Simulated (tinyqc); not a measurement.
Stacked nanosheet transistor, parasitic resistance, capacitance and delay: effect of the spacer length.

Ns sheets share one contact on top; each has perimeter p = 2 (Ws + ts) and cross-section A = Ws ts; contact width Wc = Ws + 10 nm, stack height Hs = Ns pv. Sheet 1 is the top one. Contact length Lc = CPP - Lg - 2 Lsp, shared by two neighbouring gates. Source and drain sides are equal. The formulas are first-order estimates, not field solutions.

Epitaxy sheet resistance Rsh = re/te, transfer length LT = sqrt(rc/Rsh), contact Rc = [sqrt(rc Rsh)/Wc] coth(Lc/(2 LT)); extension of one sheet Rx = rx Lsp/A. With N sheets: gate Cg = Cinv p N Lg; per side, plate Cp = ks eps0 [Wc (Hs + Hc) - N A]/Lsp, top fringe Cf = (2/pi) ks eps0 Wc ln(1 + Lg/(2 Lsp)), overlap Co = Cinv p N Lov. One sheet: I = p Q vx u/(1 + |u|^1.8)^(1/1.8), Q = Cinv n Vt ln(1 + exp((Vg' - VT + dl Vd')/(n Vt))), u = Vd' mu/(vx Lg), Vg' = Vgs - v, Vd' = Vds - 2 v, with the drop on each side v_j = Rc sum I + rv (sum over levels k = 2..j of the current of sheets k..Ns) + Rx I_j. Ieff = [I(Vgs = Vdd, Vds = Vdd/2) + I(Vdd/2, Vdd)]/2, total currents. With Cs = Cp + Cf + Co, the load of an inverter of two such devices driving an equal one is CL = 2 (Cg + 2 Cs) + 4 Cs + Cw (own drains counted twice for the Miller effect); delay CL Vdd/(2 Ieff).

Parameters, values chosen for the exercise; values close to those of silicon logic devices:
- T = 300 K (temperature)
- Ns = 4 (number of sheets)
- Ws = 30 nm (sheet width)
- ts = 6 nm (sheet thickness)
- pv = 18 nm (vertical pitch of the sheets)
- rv = 120 ohm (vertical resistance between sheet levels)
- CPP = 45 nm (contacted gate pitch)
- Lg = 18 nm (gate length)
- ks = 5.5 (relative permittivity of the spacer)
- Hc = 20 nm (gate height above the channel stack)
- rc = 5.9e-10 ohm cm^2 (contact resistivity)
- re = 0.00032 ohm cm (resistivity of the source-drain epitaxy)
- te = 15 nm (current-carrying depth of the epitaxy)
- rx = 0.00055 ohm cm (resistivity of the extension)
- Lov = 1 nm (gate overlap)
- Cinv = 3.5 uF/cm^2 (inversion capacitance)
- vx = 1.3e7 cm/s (injection velocity)
- mu = 220 cm^2/(V s) (apparent mobility)
- VT = 0.27 V (threshold at zero drain voltage)
- dl = 0.042 V/V (barrier lowering)
- n = 1.15 (subthreshold factor)
- Cw = 0.21 fF (wire load)
- Vdd = 0.65 V (supply voltage)

Constants: q = 1.602176634e-19 C, kB = 1.380649e-23 J/K, eps0 = 8.8541878128e-12 F/m, Vt = kB T/q. Results are converted to the units shown.

Results:

| Lsp (nm) | Rc (ohm) | Rx/N (ohm) | Ieff (uA) | CL (aF) | delay (ps) |
|---|---|---|---|---|---|
| 2 | 148.1 | 15.28 | 199.3 | 1247 | 2.033 |
| 3 | 158.7 | 22.92 | 194.4 | 1052 | 1.758 |
| 4 | 171.8 | 30.56 | 189.0 | 953.5 | 1.639 |
| 5 | 188.4 | 38.19 | 183.1 | 894.4 | 1.588 |
| 8 | 277.9 | 61.11 | 158.9 | 805.1 | 1.647 |
| 10 | 427.6 | 76.39 | 132.1 | 775.2 | 1.908 |
| 12 | 986.0 | 91.67 | 82.45 | 755.2 | 2.977 |

Estimate the missing row, Lsp = 6 nm.

Computed row:

| Lsp (nm) | Rc (ohm) | Rx/N (ohm) | Ieff (uA) | CL (aF) | delay (ps) |
|---|---|---|---|---|---|
| 6 | 209.8 | 45.83 | 176.3 | 854.8 | 1.576 |

With this row back in the table: As Lsp goes from 2 to 12 nm, Ieff falls from 199 to 82.4 uA, CL falls from 1250 to 755 aF and the delay goes from 2.03 through a minimum of 1.58 (at Lsp = 6 nm among the rows listed) to 2.98 ps. A thin spacer costs capacitance, a thick one resistance and contact length, hence the minimum. For Lsp = 2 to 3 nm the spacer is under 3.5 nm, where leakage and breakdown between gate and contact would forbid it. For Lsp = 10 to 12 nm the contact is under 8 nm long, below what liners and fill allow.

tinyqc, about 0.1 s, one thread, Intel Xeon 2.30GHz (shared host): `OMP_NUM_THREADS=1 python tinyqc.py 2170160 2170161 out.jsonl`
